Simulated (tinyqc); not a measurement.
# Voltage drop against the resistance from a pad node to the supply

A grid of 13 by 13 nodes with segments Rx (rows) and Ry (columns); every node draws I1 and the central node kh I1; pads with resistance Rp sit at the nodes whose row and column are multiples of the pitch, counting from 0. The drops u = Vdd - V follow from G u = i, with G the conductance matrix and i the load currents, solved directly. Here the pitch is 6.

Parameters, values chosen for the exercise:
- Vdd = 0.65 V (supply voltage)
- Rx = 0.11 ohm (resistance of a horizontal segment)
- Ry = 1.9 ohm (resistance of a vertical segment)
- kh = 5 (factor on the load at the hot node)
- I1 = 0.055 mA (load current of a node in the large grid)

Result of one run:

| pads | worst drop (mV) | mean drop (mV) | largest drop at a pad (mV) | largest pad current (mA) | worst drop over Vdd (%) |
|---|---|---|---|---|---|
| 9 | 0.59614 | 0.40473 | 0.088279 | 1.9618 | 0.091713 |

Which resistance from a pad node to the supply Rp gave this result: 0.022, 0.045, 0.09 or 0.18 ohm?

Rp = 0.045 ohm.

The whole series:

| Rp (ohm) | pads | worst drop (mV) | mean drop (mV) | largest drop at a pad (mV) | largest pad current (mA) | worst drop over Vdd (%) |
|---|---|---|---|---|---|---|
| 0.011 | 9 | 0.55477 | 0.36422 | 0.022891 | 2.0810 | 0.085350 |
| 0.022 | 9 | 0.56827 | 0.37743 | 0.044836 | 2.0380 | 0.087426 |
| 0.045 | 9 | 0.59614 | 0.40473 | 0.088279 | 1.9618 | 0.091713 |
| 0.09 | 9 | 0.64963 | 0.45723 | 0.16646 | 1.8495 | 0.099943 |
| 0.18 | 9 | 0.75406 | 0.55999 | 0.30692 | 1.7051 | 0.11601 |
| 0.36 | 9 | 0.95750 | 0.76087 | 0.55749 | 1.5486 | 0.14731 |
| 0.72 | 9 | 1.3544 | 1.1544 | 1.0092 | 1.4017 | 0.20838 |

The worst drop rises from 0.555 to 1.35 mV and the mean drop rises from 0.364 to 1.15 mV. The worst drop goes as Rp^(0.03) between the first two rows and Rp^(0.50) between the last two. The central node is itself a pad.

Program tinyqc, `OMP_NUM_THREADS=1 python tinyqc.py 2770171 2770172 out.jsonl`; Intel Xeon 2.30GHz, shared host, one thread, about 0.08 s.
